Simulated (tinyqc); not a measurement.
Solid solubility of a dopant against its melt (retrograde solidus), clustering and the electrically active fraction: one step, computed by the program tinyqc. Command: `OMP_NUM_THREADS=1 python tinyqc.py 3027873 3027874 out.jsonl retro walk`. One thread of a shared host (Intel(R) Xeon(R) Processor @ 2.30GHz), about 0.01 s of CPU time with the checks.

Problem. Active fraction after the anneal. A highly soluble donor (another dopant than that of the solidus) is limited by clustering. Donors N_a are active, and clusters hold m atoms each: N_t = N_a + m C, m C = N* (N_a/N*)^m, with N*(T) = N*(1273 K) exp[-(E_b/k_B)(1/T - 1/1273)]. Resistivity = 1/(e mu N_a).

Inputs (values chosen for the exercise, of the order of those of aluminium in silicon for the solubility):
```
quantity,value,unit
total dopant density N_t,1.6e+20,1/cm^3
atoms per cluster m,4,-
cluster scale N* at 1273 K,5.7e+20,1/cm^3
activation energy E_b of the cluster scale,0.44,eV
anneal temperature T_a,1075,K
mobility mu,90,cm^2/(V s)
```

Clustering: clusters of m atoms, electrons left out.

Constants: k_B = 8.617333262e-05 eV/K; e = 1.602176634e-19 C.

Give: N*(T_a); active density N_a; active fraction; resistivity.

Solution.

N*(T_a) = 2.7229e+20 1/cm^3

active density N_a = 1.4063e+20 1/cm^3

active fraction = 0.87892

resistivity = 0.49315 milliohm cm

Doubling the dose would raise N_a by only 53 %. Caution: this clustering law is a generic form; degeneracy and a doping-dependent mobility are left out.
